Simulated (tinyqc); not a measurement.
Tamm state at the end of a one-band chain: sweeps and comparisons. A value that a table varies takes the place of the one given here.

A half-infinite chain with site energy 0 and hopping -t, band E = -2t cos(ka); the end site has energy D. The surface Green function of the unperturbed half chain is g = (E -/+ sqrt(E^2 - 4t^2))/(2t^2), the root with |t g| <= 1 and Im g <= 0, and with the shift G = g/(1 - D g).

Inputs chosen for the exercise: t = 1.59 eV (hopping); a = 3 angstrom (spacing); D = 3.54 eV (shift of the end site); E = 2.67 eV (energy in the band).

## Threshold for a surface state

For |D| > t: E = D + t^2/D, weight on the end site 1 - t^2/D^2, decay length of the amplitude a/ln|D/t|; a dash: no bound state. The last column is the surface density -Im G/pi at E = 0.

Against D:

| D/t | D (eV) | E (eV) | end weight | decay length (angstrom) | density at E = 0 (1/eV) |
|---|---|---|---|---|---|
| -3.00 | -4.770 | -5.3000 | 0.8889 | 2.73 | 0.0200 |
| -2.00 | -3.180 | -3.9750 | 0.7500 | 4.33 | 0.0400 |
| -1.40 | -2.226 | -3.3617 | 0.4898 | 8.92 | 0.0676 |
| -1.10 | -1.749 | -3.1945 | 0.1736 | 31.48 | 0.0906 |
| -0.80 | -1.272 | - | - | - | 0.1221 |
| 0.50 | 0.795 | - | - | - | 0.1602 |
| 0.95 | 1.510 | - | - | - | 0.1052 |
| 1.05 | 1.669 | 3.1838 | 0.0930 | 61.49 | 0.0952 |
| 1.30 | 2.067 | 3.2901 | 0.4083 | 11.43 | 0.0744 |
| 2.50 | 3.975 | 4.6110 | 0.8400 | 3.27 | 0.0276 |

A state splits off only for |D| > t = 1.59 eV, although in the middle of an endless chain any shift binds one. Just past the threshold, at D/t = 1.05, it lies 3.8 meV outside the band and spreads over 61.5 angstrom; at D/t = -3 it holds 89 % of the end site, and the density left at the band centre has fallen to 0.10 of the clean value.

## What each parameter does

E = D + t^2/D, weight 1 - (t/D)^2, decay length -a/ln|t/D|, surface density -Im G/pi at E. Each row changes one parameter from the base and keeps the others.

Results:

| case | bound level (eV) | weight | decay (angstrom) | density (1/eV) |
|---|---|---|---|---|
| base | 4.2542 | 0.7983 | 3.748 | 0.0490 |
| t = 1.6695 eV | 4.3274 | 0.7776 | 3.991 | 0.0544 |
| D = 4.248 eV | 4.8431 | 0.8599 | 3.053 | 0.0298 |
| a = 3.3 angstrom | 4.2542 | 0.7983 | 4.123 | 0.0490 |
| E = 1.335 eV | 4.2542 | 0.7983 | 3.748 | 0.0445 |

The largest shifts from the base row, up to three for each result and ties (the steps differ in size, so this ranks the rows, not the parameters). bound level (eV): D +0.5890, t +0.0732; unchanged at the printed digits by a and E. weight: D +0.0616, t -0.0207; unchanged at the printed digits by a and E. decay (angstrom): D -0.695, a +0.375, t +0.243; unchanged at the printed digits by E. density (1/eV): D -0.0192, t +0.0054, E -0.0046; unchanged at the printed digits by a.

Computed by tinyqc, a small Python program: `OMP_NUM_THREADS=1 python tinyqc.py 1481061 1481062 out.jsonl` (the numbers bound the seed that draws the inputs); one thread of a shared host (Intel(R) Xeon(R) Processor @ 2.30GHz), about 0.01 s for the whole set of steps.
